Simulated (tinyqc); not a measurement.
Tight binding, dimerised chain, step by step. One step of it, computed by the program tinyqc.

Task: Bloch Hamiltonian at X. H_AA = +delta, H_BB = -delta, H_AB = -t1 - t2 exp(-i k a).

Parameters chosen for this model:
```
parameter     value                      unit
t1         0.510000       eV, inside the cell
t2         1.370000         eV, between cells
delta             0  eV, +/- on the two sites
```

k point X (2 pi / a): 0.500000

Give: H(k) at X.

Result:

H(k) at X (eV):
```
        A       B
A  0.0000  0.8600
B  0.8600  0.0000
```
